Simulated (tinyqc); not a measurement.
Metal gate on a two-layer dielectric stack with fixed charge and a dipole: one step of the calculation.

Gate, layer 2, layer 1, p-type semiconductor; x runs from the gate inwards. Charges are counted in units of +q. psi is the band bending at the surface, positive towards inversion. Classical charge, Boltzmann statistics, no interface traps.

Question. Flat-band voltage, term by term. EOT = 3.9 (t1/e1 + t2/e2), Cox = eps0/(t1/e1 + t2/e2); phi_ms = pM - (chi + Eg - Vt ln(Nv/Na)). Vfb = phi_ms + Vd - (q/eps0) [Q1 (t1/e1 + t2/e2) + Q2 t2/e2 + r1 (t1^2/(2 e1) + t1 t2/e2) + r2 t2^2/(2 e2)]: each charge counts with its electrical distance from the gate.

Inputs (values chosen for the exercise); band and dielectric values close to those of silicon, layer 1 close to silicon dioxide, layer 2 close to zirconium oxide: temperature T = 300 K; band gap Eg = 1.13 eV; valence-band density of states at T Nv = 2.66e19 cm^-3; electron affinity chi = 3.99 eV; acceptor density Na = 3.1e17 cm^-3; work function of the gate metal pM = 4.27 eV; thickness of layer 1, next to the semiconductor t1 = 1.9 nm; relative permittivity of layer 1 e1 = 4.04; thickness of layer 2, next to the gate t2 = 4.5 nm; relative permittivity of layer 2 e2 = 25.3; fixed charge at the semiconductor interface Q1 = 1e11 cm^-2; fixed charge between the layers Q2 = 7e11 cm^-2; uniform charge density in layer 1 r1 = 0 cm^-3; uniform charge density in layer 2 r2 = 0 cm^-3; flat-band shift by a dipole layer between the layers Vd = 0 V.

Constants: q = 1.602176634e-19 C, kB = 1.380649e-23 J/K, Vt = kB T/q, eps0 = 8.8541878128e-14 F/cm where lengths are in cm. Results are converted to the units shown.

Give: terms; Vfb.

Answer.

terms (V): phi_ms -0.7349, dipole 0.0000, Q1 -0.0117, Q2 -0.0225, r1 0.0000, r2 0.0000
Vfb = -0.7692 V

Apart from phi_ms the largest term is that of Q2, -22.5 mV; all charges and the dipole together move Vfb by -34.3 mV.

Computed by the program tinyqc: `OMP_NUM_THREADS=1 python tinyqc.py 2010159 2010160 out.jsonl`, one thread of a shared Intel Xeon 2.30GHz, about 0.01 s for the whole run.
